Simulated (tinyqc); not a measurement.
Gate work function from the charge.

Inverse problem. For an undoped double gate, Q = 8 eps0 eps_r Vt beta tan(beta)/ts with 0 < beta < pi/2, and at the source (Vg - dphi)/(2 Vt) - ln[(2/ts) sqrt(2 eps0 eps_r Vt/(q ni))] = ln(beta) - ln(cos beta) + 2 r beta tan(beta), r = eps_r tox/(eox ts). Find beta and dphi.

Values chosen for this exercise; material values close to those of silicon: temperature T = 400 K; relative permittivity of the semiconductor eps_r = 11.6; relative permittivity of the gate insulator eox = 23.8; insulator thickness tox = 2.9 nm; body thickness ts = 10 nm; gate voltage Vg = 1.14 V.

Constants: q = 1.602176634e-19 C, kB = 1.380649e-23 J/K, Vt = kB T/q, eps0 = 8.8541878128e-14 F/cm where lengths are in cm. Results are converted to the units shown.

Qs = 6008.3005 nC/cm^2
ni = 4.2688967e12 cm^-3

Solution. beta tan(beta) rises from 0 without bound on the interval, so the charge fixes beta; the second relation is then explicit in dphi. At this charge the surface density passes 0.3 Nc, so the classical Boltzmann model is only formal.

beta = 1.500
dphi = 0.07000 V

Computed by the program tinyqc: `OMP_NUM_THREADS=1 python tinyqc.py 2440052 2440053 out.jsonl`, one thread of a shared Intel Xeon 2.30GHz, about 0.01 s for the whole run.
